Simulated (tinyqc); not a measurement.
From results to parameters: two-site tight-binding chain. Computed by the program tinyqc.

Problem. A two-site chain has site energies +delta (A) and -delta (B) and hoppings t1 > t2 > 0, so E = +/- sqrt(delta^2 + |t1 + t2 exp(-ika)|^2). Find delta, t1 and t2.

upper band at k = 0 = 2.311385 eV
upper band at the zone edge = 1.584961 eV
weight of the upper band on site A at the zone edge = 0.957425

Solution. The weight on A is (1 + delta/E)/2, which gives delta; then t1 + t2 = sqrt(E(0)^2 - delta^2) and t1 - t2 = sqrt(E(edge)^2 - delta^2).

delta, t1, t2 (eV): 1.450  1.220  0.580
